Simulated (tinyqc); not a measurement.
From results back to parameters: Lorentz oscillators and the Kramers-Kronig relations. Four cases, with inputs chosen for the exercise.

Problem. Below the gap a single undamped oscillator gives n^2 - 1 = Eo Ed/(Eo^2 - E^2) (Wemple-DiDomenico). Two refractive indices were computed from hidden Eo and Ed.

Case 1.

Values chosen (out of a larger set: line positions loosely like those of GaAs; Lorentz tails absorb below the gap, where the real solid is clear; not measured data): Ea = 1.01 eV; Eb = 1.86 eV.

n(Ea) = 3.069421
n(Eb) = 3.247564

Case 2.

Values chosen: Ea = 0.94 eV; Eb = 2.25 eV.
n(Ea) = 1.670130
n(Eb) = 1.717034

Case 3.

Values chosen (out of a larger set: line positions loosely like those of SiC; Lorentz tails absorb below the gap, where the real solid is clear; not measured data): Ea = 0.89 eV; Eb = 2.52 eV.

n(Ea) = 2.492339
n(Eb) = 2.599189

Case 4.

Values chosen: Ea = 0.98 eV; Eb = 1.99 eV.
n(Ea) = 1.719590
n(Eb) = 1.740618

Find: Eo; Ed; n at E = 0.
Solution. 1/(n^2 - 1) = Eo/Ed - E^2/(Eo Ed) is a straight line in E^2: slope -1/(Eo Ed), intercept Eo/Ed.

Case 1.

Eo = 4.66 eV
Ed = 37.4 eV
n at E = 0 = 3.004

Case 2.

Eo = 7.22 eV
Ed = 12.7 eV
n at E = 0 = 1.661

Case 3.

Eo = 7.72 eV
Ed = 39.7 eV
n at E = 0 = 2.478

Case 4.

Eo = 9.20 eV
Ed = 17.8 eV
n at E = 0 = 1.713

Computed by tinyqc, one run a case: `OMP_NUM_THREADS=1 python tinyqc.py N N+1 out.jsonl` with N = 1681211, 1681352, 1681433, 1681441; one thread of a shared Intel(R) Xeon(R) Processor @ 2.30GHz, about 0.2 s a run at most.
